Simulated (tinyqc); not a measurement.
Illuminated p-n diode, drift-diffusion by the Gummel loop with Scharfetter-Gummel fluxes: one step of the calculation.

Abrupt junction at x = 0, p side from -Lp, n side to Ln, ohmic contacts. psi is counted from the intrinsic level; n = ni exp((psi - phin)/Vt), p = ni exp((phip - psi)/Vt). Contacts: p side psi = V - Vt ln(Na/ni), p = Na, n = ni^2/Na; n side psi = Vt ln(Nd/ni), n = Nd, p = ni^2/Nd. Constant mobilities, D = mu Vt, Boltzmann statistics, SRH recombination through a mid-gap level, U = (n p - ni^2)/(tp (n + ni) + tn (p + ni)). Current is positive from the p contact to the n contact.

Problem. Recombination and current. U_i as defined. J = Jn at the p contact + Jp at the n contact + q sum w_i U_i - q G sum w_i over the inner nodes, which avoids differences of large majority fluxes: Jn = (q mun Vt/h_0)[n_1 B(d_0) - n_0 B(-d_0)], Jp = (q mup Vt/h_last)[p_(N-1) B(d_last) - p_N B(-d_last)], d_i = (psi_(i+1) - psi_i)/Vt, B(d) = d/(exp(d) - 1), w_i = (h_(i-1) + h_i)/2.

Parameters, values chosen for the exercise; band and dielectric values close to those of In0.53Ga0.47As:
- T = 350 K (temperature)
- mun = 7200 cm^2/(V s) (electron mobility)
- mup = 210 cm^2/(V s) (hole mobility)
- tn = 1e-9 s (SRH lifetime of electrons)
- tp = 4e-7 s (SRH lifetime of holes)
- G = 2e21 cm^-3 s^-1 (uniform generation rate)

Constants: q = 1.602176634e-19 C, kB = 1.380649e-23 J/K, Vt = kB T/q. Results are converted to the units shown.

```
node  x (nm)  converged psi (V)  converged n (cm^-3)  converged p (cm^-3)
0      -2000        -0.03288585         1.3377450e10               4.8e15
1      -1060        -0.03287272         1.5047954e12         4.8004280e15
2       -543        -0.03233374         2.3389408e12         4.7160868e15
3       -261        -0.01929831         4.1442508e12         3.0613120e15
4       -107         0.06454152         6.8066462e13         1.8999912e14
5        -23         0.17158855         2.3690020e15         5.4714010e12
6         23         0.25829496         4.1984303e16         3.1190657e11
7       77.6         0.27112488         6.4243681e16         2.0612727e11
8        143         0.27230942         6.6817102e16         1.8934480e11
9        220         0.27238789         6.6991285e16         1.6096310e11
10       311         0.27239165         6.6999790e16         1.0381052e11
11       420         0.27239168               6.7e16          9.5838447e8
```

ni = 8.0132240e12 cm^-3

Wanted: U; Jn at the p contact; Jp at the n contact; recombination; generation; J.

Solution.

U, node 0 to 11 (cm^-3 s^-1): [0, 8.3098e20, 1.2371e21, 1.5913e21, 4.2012e20, 1.3565e19, 7.7579e17, 5.1276e17, 4.7090e17, 3.9996e17, 2.5710e17, 0]
Jn at the p contact = 0.55190 A/cm^2
Jp at the n contact = 0.0095754 A/cm^2
recombination = 0.023993 A/cm^2
generation = 0.060739 A/cm^2
J = 0.52473 A/cm^2

tinyqc, about 0.6 s, one thread, Intel Xeon 2.30GHz (shared host): `OMP_NUM_THREADS=1 python tinyqc.py 2240003 2240004 out.jsonl`
